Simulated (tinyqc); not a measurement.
Choice of the surrounding dielectric: dielectric confinement in a thin film (image charges).

A film |z| < t/2 of dielectric constant eps between half-spaces of dielectric constant e2; lam = (eps - e2)/(eps + e2), q = e^2/(4 pi eps0). The self-energy of a band edge is taken with the high-frequency value, e2 = eh, and the field of a fixed ion with the static one, e2 = eo. A charge at z has images lam^|n| at n t + (-1)^n z. Its self-energy is S(z) = (q/2 eps) sum over n >= 1 of lam^n [1/(n t - 2z) + 1/(n t + 2z)] for odd n and 2 lam^n/(n t) for even n; at the centre S(0) = -(q/(eps t)) ln(1 - lam).

Donor at the centre, lam from the static eo, trial function cos(pi z/t) exp(-rho/l): E(l) = c/(m l^2) - (q/eps) times the integral over k of F(k t) (1 + (k l/2)^2)^(-3/2), with F(x) = F0 + 2 lam exp(-x) G/(1 - lam exp(-x)), F0 = 2[(1 - exp(-x/2))/x + x (1 + exp(-x/2))/(x^2 + 4 pi^2)], G = 2 sinh(x/2)[1/x - x/(x^2 + 4 pi^2)]; c = hbar^2/2m0. The binding energy is -E at the minimum, counted from the subband edge with its self-energy.

Constants: e^2/(4 pi eps0) = 14.39964547 eV angstrom; hbar^2/2m0 = 3.80998211 eV angstrom^2; Ry = 13.60569312 eV.

Values chosen for the exercise (out of a larger set: near those of a Si (100) film, two-fold valleys, in vacuum; not measured data):

| symbol | value | unit | meaning |
|---|---|---|---|
| t | 28 | angstrom | film thickness |
| eps | 11.4 |  | dielectric constant of the film |
| m | 0.194 | m0 | mass in the plane |

The same film between different dielectrics; in this table one value e2 serves for both eo and eh.

Results:

| case | lam | <S> (meV) | binding (meV) | l (angstrom) |
|---|---|---|---|---|
| e2 = 1 | 0.839 | 90.7 | 195.2 | 20.0 |
| e2 = 2.5 | 0.640 | 52.5 | 127.5 | 20.9 |
| e2 = 3.9 | 0.490 | 35.3 | 99.4 | 21.6 |
| e2 = 7.5 | 0.206 | 12.5 | 65.3 | 23.1 |
| e2 = 16 | -0.168 | -8.7 | 37.8 | 25.5 |
| e2 = 25 | -0.374 | -18.0 | 27.1 | 27.1 |
| e2 = 80 | -0.751 | -32.8 | 12.5 | 31.2 |

The binding spans a factor 15.6, from 195 meV in vacuum to 12.5 meV for e2 = 80; going from 3.9 to 25 changes it by -72.3 meV and the band edge by -53.3 meV, so the binding responds 1.36 times as much as the edge (for an orbit much smaller than t the binding would change by twice the change of S(0), -89.4 meV; here l/t = 0.77 for e2 = 3.9).

tinyqc: `OMP_NUM_THREADS=1 python tinyqc.py 1281236 1281237 out.jsonl`; about 0.06 s, one thread, shared Intel(R) Xeon(R) Processor @ 2.30GHz.
